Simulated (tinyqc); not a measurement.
SiGe-base heterojunction bipolar transistor, Gummel numbers and transit times: one step of the calculation.

One-dimensional n-p-n transistor in the forward active mode at low injection. In the base p(x) = NB exp(-eta x/wb) and ni(x)^2 = ni^2 exp((g0 + g1 x/wb)/Vt); electrons leave the base at vsat; band spikes at the emitter junction and recombination inside the emitter are ignored.

Question. Base Gummel number and transit time. f(x) = p(x) ni^2/ni(x)^2; I(x) = integral from x to wb of f/Dn, plus f(wb)/vsat; base Gummel number GB = I(0); electron density per unit flux n/(J/q) = I/f; base transit time tauB = integral of I/f over the base. Trapezoid rule on 10 equal steps.

Parameters, values chosen for the exercise; band and dielectric values close to those of silicon:
- T = 300 K (temperature)
- vsat = 9.94e6 cm/s (saturation velocity)
- wb = 48 nm (neutral base width)
- NB = 3.5e18 cm^-3 (base doping at the emitter edge)
- eta = 0 (doping falls as exp(-eta x/wb))
- g0 = 0.069 eV (gap reduction at the emitter edge of the base)
- g1 = 0.072 eV (further gap reduction across the base (linear))
- Dn = 6.2 cm^2/s (electron diffusion coefficient in the base)

Constants: q = 1.602176634e-19 C, kB = 1.380649e-23 J/K, Vt = kB T/q. Results are converted to the units shown.

Give: x; f; I; I/f; GB; tauB.

Answer.

```
point  x (nm)  f (cm^-3)  I (s/cm^4)  I/f (s/cm)
0       0.000  2.4262e17   6.5194e10   2.6871e-7
1       4.800  1.8364e17   4.8694e10   2.6516e-7
2       9.600  1.3900e17   3.6205e10   2.6047e-7
3      14.400  1.0521e17   2.6752e10   2.5427e-7
4      19.200  7.9634e16   1.9596e10   2.4608e-7
5      24.000  6.0276e16   1.4181e10   2.3526e-7
6      28.800  4.5624e16   1.0081e10   2.2096e-7
7      33.600  3.4533e16    6.9784e9   2.0208e-7
8      38.400  2.6139e16    4.6298e9   1.7712e-7
9      43.200  1.9785e16    2.8521e9   1.4416e-7
10     48.000  1.4975e16    1.5066e9   1.0060e-7
```

GB = 6.5194e10 s/cm^4
tauB = 1.0513 ps

Range of the model: Heavy doping makes emitter or base degenerate; gE and g0 are to be read as apparent gap changes that include this.

Program tinyqc, `OMP_NUM_THREADS=1 python tinyqc.py 2320031 2320032 out.jsonl`; Intel Xeon 2.30GHz, shared host, one thread, about 0.01 s.
